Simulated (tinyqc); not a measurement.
From results back to parameters: five-level k.p model folded onto the conduction band. Three cases, with inputs chosen for the exercise.

Problem. The levels are known; the mass and the g factor at E = Eg are given. Find Ep and Ep2.

Second-order sums for the lowest conduction level at E: 1/m = 1 + Cm + (Ep/3)(2/E + 1/(E + Dso)) - (Ep2/3)(2/(E7 + D2 - E) + 1/(E7 - E)); g/2 = 1 + Cg - (Ep/3)(1/E - 1/(E + Dso)) - (Ep2/3)(1/(E7 - E) - 1/(E7 + D2 - E)). E is counted from the top of the valence band; E = Eg at the edge.

Case 1.

Values chosen (near those of InP; shifted at random, so the results belong to these values and not to a real crystal): Eg = 1.412 eV (gap at Gamma to the s-like level); Dso = 0.108 eV (spin-orbit splitting); E7 = 4.61 eV (upper Gamma7 conduction level, from the valence top); D2 = 0.07 eV (its spin-orbit splitting, Gamma8 above Gamma7); Cm = -1.2 (remote term in 1/m); Cg = -0.02 (remote term in g/2).

m = 0.08098192 m0
g = 1.244372

Case 2.

Values chosen (near those of InP; shifted at random, so the results belong to these values and not to a real crystal): Eg = 1.499 eV (gap at Gamma to the s-like level); Dso = 0.106 eV (spin-orbit splitting); E7 = 4.75 eV (upper Gamma7 conduction level, from the valence top); D2 = 0.07 eV (its spin-orbit splitting, Gamma8 above Gamma7); Cm = -0.7 (remote term in 1/m); Cg = -0.02 (remote term in g/2).

m = 0.07704772 m0
g = 1.320882

Case 3.

Values chosen (near those of InAs; shifted at random, so the results belong to these values and not to a real crystal): Eg = 0.426 eV (gap at Gamma to the s-like level); Dso = 0.388 eV (spin-orbit splitting); E7 = 4.33 eV (upper Gamma7 conduction level, from the valence top); D2 = 0.17 eV (its spin-orbit splitting, Gamma8 above Gamma7); Cm = -1.5 (remote term in 1/m); Cg = -0.02 (remote term in g/2).

m = 0.02516045 m0
g = -13.659453

Find: coefficients of (Ep, Ep2); right-hand sides 1/m - 1 - Cm and 1 + Cg - g/2; Ep, Ep2.

Solution. Both sums are linear in Ep and Ep2, so two equations fix them.

Case 1.

coefficients of (Ep, Ep2) (1/eV):
```
         1         2
1  0.69144  -0.30823
2  0.01677   0.00223
```

right-hand sides 1/m - 1 - Cm and 1 + Cg - g/2: 12.5484  0.3578

Ep, Ep2 (eV): 20.60  5.50

Case 2.

coefficients of (Ep, Ep2) (1/eV):
```
         1         2
1  0.65243  -0.30328
2  0.01469   0.00216
```

right-hand sides 1/m - 1 - Cm and 1 + Cg - g/2: 12.6790  0.3196

Ep, Ep2 (eV): 21.20  3.80

Case 3.

coefficients of (Ep, Ep2) (1/eV):
```
         1         2
1  1.97445  -0.24902
2  0.37297   0.00356
```

right-hand sides 1/m - 1 - Cm and 1 + Cg - g/2: 40.2449  7.8097

Ep, Ep2 (eV): 20.90  4.10

Computed by tinyqc, one run a case: `OMP_NUM_THREADS=1 python tinyqc.py N N+1 out.jsonl` with N = 1080561, 1080591, 1080612; one thread of a shared Intel(R) Xeon(R) Processor @ 2.30GHz, about 0.01 s a run at most.
